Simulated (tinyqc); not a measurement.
Conductance steps with and without the scatterer: conductance of a narrow metal strip with scatterers (square lattice, Green functions).

A strip of W sites across with hard walls, site energy 0 and hopping -t. Mode n = 1 to W has profile chi_n(j) = sqrt(2/(W + 1)) sin(n j pi/(W + 1)) and energy en = -2t cos(n pi/(W + 1)); E = en - 2t cos(kn a). With z_n = exp(i kn a) (Im k > 0 for closed modes, |z| < 1) each lead gives the self-energy -t z_n in mode n. One column carries the site energies v, here one foreign atom. In the mode basis V_nm = sum_j chi_n(j) v_j chi_m(j), G = (E - en + 2 t z_n - V)^-1, and t_nm = 2t sqrt(sin(kn a) sin(km a)) G_nm in size for open modes. T = sum |t_nm|^2, conductance (2e^2/h) T.

Values chosen for the exercise (out of a larger set: hopping and spacing of the size met in Cu or Al; the lattice is a model; not measured data):
```
symbol  value              unit  meaning
t       1.54               eV    hopping
W       5                        sites across
v       (0, 2.8, 0, 0, 0)  eV    site energies in the scattering column
```

E is varied across the lower half of the band.

Against energy:
```
E/t    E (eV)  open modes       T  reflected
-3.30  -5.082           1  0.9513     0.0487
-2.95  -4.543           2  1.4732     0.5268
-2.65  -4.081           2  1.7872     0.2128
-2.30  -3.542           2  1.8552     0.1448
-1.95  -3.003           3  2.8859     0.1141
-1.65  -2.541           3  2.9031     0.0969
-1.30  -2.002           3  2.9228     0.0772
-0.95  -1.463           4  3.4125     0.5875
-0.65  -1.001           4  3.6912     0.3088
-0.30  -0.462           4  3.8721     0.1279
0.05    0.077           5  4.3235     0.6765
```

The clean strip goes from 1 to 5 open modes. The reflected flux ranges from 0.049 (E/t = -3.3) to 0.676 (E/t = 0.05). A scatterer on one site acts on one combination of modes only, so it can reflect at most one unit.

Run: tinyqc, `OMP_NUM_THREADS=1 python tinyqc.py 1452161 1452162 out.jsonl`; Intel(R) Xeon(R) Processor @ 2.30GHz, one thread, shared host; about 0.01 s of CPU time with all checks.
